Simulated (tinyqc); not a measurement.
Ferroelectric hysteresis, discrete Preisach model: which history is remembered.

16 bistable elements (j, k) switch to +1 when V reaches u_j and to -1 when V falls to -u_k, and keep their state between. P = Ps sum w_jk s_jk. All elements start at -1. No time dependence and no dielectric part.

w_jk is proportional to exp[-(a_j^2 + a_k^2 - 2 cr a_j a_k)/(2 (1 - cr^2))], a_j = (u_j - Vc)/sg, and the weights sum to one. Each row applies its voltages in turn to the starting state.

Inputs (values chosen for the exercise):
- Ps = 20 uC/cm^2 (saturation polarisation)
- Vc = 1.2 V (mean coercive voltage)
- sg = 0.42 V (spread of the switching voltages)
- up = [0.3, 0.9, 1.5, 2.1] V (list of the u_j)
- cr = 0 (correlation of up and down voltages)

Final polarisation:
```
                          P (uC/cm^2)
+1.8 V                          17.70
+1.2, -0.6, +1.8 V              17.70
+1.8, -1.2 V                    -1.15
+1.8, -0.6, +0.6, -1.2 V        -1.15
+2.4, -1.2, +1.2 V              10.00
+1.2 V                           0.00
```

What does the table show?

Rows 1 and 2 agree, and so do rows 3 and 4: a larger excursion wipes out the smaller ones before it. Rows 5 and 6 end at the same voltage yet differ by 10.0 uC/cm^2, because row 5 keeps elements set by the earlier full write that the negative pulse did not reach.

Computed by the program tinyqc: `OMP_NUM_THREADS=1 python tinyqc.py 2860013 2860014 out.jsonl`, one thread of a shared Intel Xeon 2.30GHz, about 0.01 s for the whole run.
